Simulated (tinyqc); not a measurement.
Worked calculation: electron-beam lithography: double-Gaussian proximity function, edge placement and dose correction for parallel lines. Computed by tinyqc, a small Python program that keeps every step. Command: `OMP_NUM_THREADS=1 python tinyqc.py 3112066 3112067 out.jsonl proximity walk`. One thread of a shared host (Intel(R) Xeon(R) Processor @ 2.30GHz), about 0.01 s of CPU time with the checks. Intermediate numbers are printed to about 6 digits and carried at full precision; extremes and crossings named in words are read from the listed rows.

Lines are infinitely long. Absorbed energy is counted so that the middle of a very large area written at dose 1 receives 1; the resist develops where it exceeds 1/2.

Inputs (values chosen for the exercise, of the order of those for 30 keV electrons in resist on silicon):
```
quantity                              value               unit
forward range alpha                   0.025         micrometre
backscatter range beta                  4.9         micrometre
backscatter ratio eta                  0.69                  -
base dose D0                            310  microcoulomb/cm^2
beam current                           0.19                 nA
pixel size                                4                 nm
width of the test line                 0.22         micrometre
pattern density around the test line   0.11                  -
```

line widths (micrometre): 2.5  5  0.12  1.9

gaps between the lines (micrometre): 0.07  4.2  0.36

Constants: e = 1.602176634e-19 C.

## Layout

The first line starts at x = 0; each next one starts after the width and the gap.

Lines (micrometre):
```
line  left edge  right edge  centre
1          0.00        2.50    1.25
2          2.57        7.57    5.07
3         11.77       11.89   11.83
4         12.25       14.15   13.20
```

## Interaction matrix

f(r) = [exp(-r^2/alpha^2)/alpha^2 + eta exp(-r^2/beta^2)/beta^2]/(pi (1 + eta)). A line from a to b at dose d gives E(x) = d [S(alpha) + eta S(beta)]/(1 + eta), S(s) = [erf((b - x)/s) - erf((a - x)/s)]/2. M_ij is the mean of E at the two edges of line i from line j at dose 1.

M:
```
          1         2         3         4
1  0.403935  0.129624  0.000083  0.000458
2  0.065349  0.469583  0.001404  0.012617
3  0.001318  0.043159  0.301498  0.081728
4  0.000532  0.023303  0.005054  0.380896
```

## Dose correction

Uncorrected edge energies are M 1. Solve M d = 1/2 for the doses d that put the mean edge energy of every line at the threshold.

edge energies at dose 1: 1 0.534100, 2 0.548953, 3 0.427702, 4 0.409784

corrected doses: 1 0.94869, 2 0.89586, 3 1.18966, 4 1.24078

largest over smallest dose = 1.38502

Line 4 needs the most and line 2 the least; a narrow isolated line much wider than alpha would need 1 + eta = 1.69.

## Printed widths

Edges are the roots of E(x) = 1/2 between a line centre and the middle of the next gap. Three cases: dose 1 everywhere; one common dose equal to the mean of d; the corrected doses.

Width error, printed less drawn (nm):
```
line  drawn width (nm)    dose 1  mean dose  corrected
1                 2500    5.2280    10.2581   0.015412
2                 5000    7.4363    12.4926   0.002027
3                  120  -11.0033    -6.0405   0.000033
4                 1900  -13.8777    -8.7947   0.001050
```

With the common mean dose the errors span 21.3 nm. With corrected doses the largest error is 0.02 nm.

## Dose to size and latitude

A test line of width w << beta in surroundings of density rho, all at dose d: near its edge E(x) = d [S + eta rho]/(1 + eta), S = [erf((b - x)/alpha) - erf((a - x)/alpha)]/2 for edges a and b, the second term being the background energy. Dose to size d_s = (1 + eta)/(erf(w/alpha) + 2 eta rho), dose = d_s D0; edge slope d [1 - exp(-w^2/alpha^2)]/(sqrt(pi) alpha (1 + eta)); width change per 1 % of dose = 2 x 0.01 x (1/2)/slope.

dose to size d_s = 1.46727

dose = 454.853 microcoulomb/cm^2

edge slope = 0.0195933 1/nm

width change per 1 % of dose = 0.510378 nm

background energy = 0.0658969

The background supplies 13 % of the threshold.

## Shot noise and writing time

With dose = d_s D0: electrons per pixel N = dose x pixel area/e; relative noise 1/sqrt(N); time per cm^2 of pattern area = dose x density/current; pixel rate = current/(dose x pixel area).

electrons per pixel = 454.235

shot noise = 4.69202 %

writing time per cm^2 = 73.1489 h

pixel rate = 2.61073 MHz

Checks made by the program: corrected edge energies (relative difference below 1e-10).
